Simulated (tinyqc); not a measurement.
Thickness of the film: ellipsoidal valleys in the axes of a wafer and a channel.

Valleys with axes a along [111], [1-1-1], [-11-1] and [-1-11], one whole valley each; inverse mass tensor w = 1/mt + (1/ml - 1/mt) a a. Device axes: z = nz/|nz|, x = nx/|nx|, y = z cross x; in them a = (ax, ay, az). Confinement mass mz = 1/w_zz. In the plane w_ij is replaced by u_ij = w_ij - w_iz w_jz/w_zz (i, j = x, y); density-of-states mass md = 1/sqrt(det u); conductivity mass along x mc = 1/u_xx; ballistic transport mass mx = u_yy/det u, width mass my = 1/u_yy.

Hard walls: E_n = c (n pi/t)^2/mz, c = hbar^2/2m0, n = 1, 2, 3. Non-degenerate share of a valley proportional to md sum_n exp(-E_n/kT); mean 1/mc = sum of share/mc. 1 nm = 10 angstrom.

Constants: hbar^2/2m0 = 3.80998211 eV angstrom^2; kB = 8.617333262e-05 eV/K.

Inputs chosen for the exercise (near those of the L valleys of Ge; not measured data):
- ml = 1.573 m0 (longitudinal mass)
- mt = 0.079 m0 (transverse mass)
- nz = (1, 1, 2) (surface normal (confinement))
- nx = (1, 1, -1) (channel direction)
- T = 77 K (temperature)

Share of the lowest ladder and mean conductivity mass.

Results:

| t (nm) | lowest E1 (meV) | spread of E1 (meV) | share of the lowest ladder | mean mc |
|---|---|---|---|---|
| 2.0 | 185.3 | 1004.6 | 1.000 | 0.2450 |
| 3.0 | 82.4 | 446.5 | 1.000 | 0.2450 |
| 4.0 | 46.3 | 251.2 | 1.000 | 0.2450 |
| 5.0 | 29.7 | 160.7 | 1.000 | 0.2450 |
| 7.0 | 15.1 | 82.0 | 1.000 | 0.2448 |
| 10.0 | 7.4 | 40.2 | 0.951 | 0.2291 |
| 14.0 | 3.8 | 20.5 | 0.681 | 0.1786 |

The spread falls as 1/t^2 and stays above kT = 6.6 meV; the share of the lowest ladder goes from 1.000 to 0.681 and the mean mass goes from 0.2450 to 0.1786, against 0.1501 for equal shares, the limit of a thick film (the bulk value 3/(1/ml + 2/mt) is 0.1156; the two differ since axes are tilted in the x-z plane and in a quantised film no valley carries current across it; once scattering blurs the subbands the bulk value returns). Three subbands a valley become too few once E3 nears kT. In the thinnest rows E1 (185 meV) is beyond the parabolic range, and the Delta valleys can pass below.

Run: tinyqc, `OMP_NUM_THREADS=1 python tinyqc.py 1850971 1850972 out.jsonl`; Intel(R) Xeon(R) Processor @ 2.30GHz, one thread, shared host; about 0.01 s of CPU time with all checks.
